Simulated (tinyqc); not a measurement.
What each parameter does: band gaps under pressure and temperature from deformation potentials.

Murnaghan: V/V0 = (1 + Bp P/B0)^(-1/Bp), B0 = (C11 + 2 C12)/3. Each gap moves by a ln(V/V0) with its volume potential a, and falls with temperature by aV T^2/(T + bV) (Varshni); the two effects are added. No change of phase is considered.

Inputs chosen for the exercise (near those of InP, the X and L potentials typical of such crystals; the results hold for these values, not for the real material):

| symbol | value | unit | meaning |
|---|---|---|---|
| Eg | 1.416 | eV | gap at Gamma to the s-like level at 0 K, 0 GPa |
| EgX | 2.426 | eV | gap to X at 0 K, 0 GPa |
| EgL | 2.002 | eV | gap to L at 0 K, 0 GPa |
| C11 | 100.9 | GPa |  |
| C12 | 56 | GPa |  |
| Bp | 4.8 |  | pressure derivative of the bulk modulus |
| aG | -6.71 | eV | volume potential of the Gamma gap |
| aX | 1.75 | eV | volume potential of the X gap |
| aL | -2.85 | eV | volume potential of the L gap |
| aV | (0.359, 0.452, 0.352) | meV/K | Varshni alpha of Gamma, X, L |
| bV | (150, 209, 160) | K | Varshni beta of Gamma, X, L |
| P | 3.1 | GPa | pressure |
| T | 77 | K | temperature |

Gaps at P and T. Each row changes one parameter from the base and keeps the others.

Results:

| case | Gamma (eV) | X (eV) | L (eV) |
|---|---|---|---|
| base | 1.6727 | 2.3472 | 2.1062 |
| T = 127 K | 1.6612 | 2.3349 | 2.0952 |
| C11 = 90.81 GPa | 1.6847 | 2.3441 | 2.1113 |
| C12 = 61.6 GPa | 1.6606 | 2.3504 | 2.1010 |
| Bp = 4.32 | 1.6751 | 2.3466 | 2.1072 |
| aG = -6.039 eV | 1.6461 | 2.3472 | 2.1062 |
| aX = 1.575 eV | 1.6727 | 2.3542 | 2.1062 |
| aL = -3.135 eV | 1.6727 | 2.3472 | 2.1175 |
| P = 2.79 GPa | 1.6483 | 2.3536 | 2.0958 |

The largest shifts from the base row, up to three for each result and ties (the steps differ in size, so this ranks the rows, not the parameters). Gamma (eV): aG -0.0266, P -0.0244, C12 -0.0122; unchanged at the printed digits by aX and aL. X (eV): T -0.0123, aX +0.0069, P +0.0064; unchanged at the printed digits by aG and aL. L (eV): aL +0.0113, T -0.0110, P -0.0104; unchanged at the printed digits by aG and aX.

tinyqc: `OMP_NUM_THREADS=1 python tinyqc.py 1050679 1050680 out.jsonl`; about 0.01 s, one thread, shared Intel(R) Xeon(R) Processor @ 2.30GHz.
